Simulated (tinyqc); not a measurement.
From one set of inputs to another, one input at a time: stress in a transistor channel from embedded alloy regions, liners and fins, by half-space elasticity. Computed by tinyqc, a small Python program. Command: `OMP_NUM_THREADS=1 python tinyqc.py 3021737 3021738 out.jsonl stressor ladder`. One thread of a shared host (Intel(R) Xeon(R) Processor @ 2.30GHz), about 0.06 s of CPU time with the checks.

Plane strain in an isotropic half-space, the same constants everywhere; x along the channel from its centre, y downwards from the free surface; stress is positive in tension.

The inputs printed are set A. Inputs not listed in the table keep their values of set A, so the rows need not describe a real material.

Inputs (values chosen for the exercise, modelled on silicon):

| quantity | value | unit |
|---|---|---|
| alloy fraction x | 0.015 | - |
| lattice change per unit x, beta | -0.441 | - |
| Young's modulus E | 166 | GPa |
| Poisson ratio nu | 0.21 | - |
| channel length L | 64 | nm |
| length of each stressor S | 100 | nm |
| recess depth d | 50 | nm |
| depth of the field point y | 5.8 | nm |
| length of a cut fin or stripe | 40 | nm |
| height of the strained layer h | 32 | nm |
| longitudinal piezoresistance coefficient | -32.1 | 1e-11/Pa |
| vertical piezoresistance coefficient | 53.8 | 1e-11/Pa |

Stressor: Si(1-x)C(x) source and drain.

Method:
- Misfit e = beta x. A fully constrained inclusion holds the stress -p with p = E e/(1 - 2 nu); a blanket film would hold -E e/(1 - nu) in the plane.
- A line element dA of misfit at (a, c) in the half-space gives, with C = E e/(2 pi (1 - nu)), X = x - a, r1^2 = X^2 + (y - c)^2, r2^2 = X^2 + Y^2, Y = y + c: s_xx = -C dA {[X^2 - (y - c)^2]/r1^4 + 3 [X^2 - Y^2]/r2^4 + 4 y Y (Y^2 - 3 X^2)/r2^6}, s_yy = C dA {[X^2 - (y - c)^2]/r1^4 - [X^2 - Y^2]/r2^4 + 4 y Y (Y^2 - 3 X^2)/r2^6}. These are integrated over two rectangles, L/2 < |a| < L/2 + S, 0 < c < d (closed form in a, 200 Gauss-Legendre points in c).
- At x = y = 0 the integral is s_xx = -(4/pi) [E e/(1 - nu)] [arctan(2 d/L) - arctan(d/(L/2 + S))].
- d mu/mu = -(pi_L s_xx + pi_z s_yy) for the embedded regions alone; the stress across the width is left out.
- Shear-lag estimate for a stripe of length l and height h on a like substrate: the stress along it is s(x)/s_film = 1 - cosh(x/lam)/cosh(l/(2 lam)), lam = (pi/2) g h with g = 1.258; mean = 1 - (2 lam/l) tanh(l/(2 lam)).

Each row keeps all changes above it:

| input moved | from | to | s_xx at the surface (MPa) | mobility change (%) | share kept on average |
|---|---|---|---|---|---|
| set A | - | - | 1131.6 | 28.999 | 0.03206 |
| length of each stressor S (nm) | 100 | 140 | 1271.7 | 33.279 | 0.03206 |
| Young's modulus E (GPa) | 166 | 167 | 1279.4 | 33.479 | 0.03206 |
| depth of the field point y (nm) | 5.8 | 4.3 | 1279.4 | 35.455 | 0.03206 |
| alloy fraction x | 0.015 | 0.007 | 597.1 | 16.545 | 0.03206 |
| height of the strained layer h (nm) | 32 | 22 | 597.1 | 16.545 | 0.06505 |
| recess depth d (nm) | 50 | 80 | 627.3 | 17.180 | 0.06505 |
| length of a cut fin or stripe (nm) | 40 | 760 | 627.3 | 17.180 | 0.88560 |

s_xx at the surface goes from 1130 to 627, a factor 0.554 in all. The largest single move comes from alloy fraction x (a factor 0.467), and length of each stressor S works against it (a factor 1.12). Mobility change goes from 29.0 to 17.2, a factor 0.592 in all. The largest single move comes from alloy fraction x (a factor 0.467), and length of each stressor S works against it (a factor 1.15). Share kept on average goes from 0.0321 to 0.886, a factor 27.6 in all. The largest single move comes from length of a cut fin or stripe (a factor 13.6). The single moves hold for this order of the switches; the total does not depend on the order.

Caution (all rows): beyond a few hundred MPa bulk piezoresistance coefficients no longer describe an inversion layer well.

Extremes, crossings and ranges named in words are read from the listed rows.
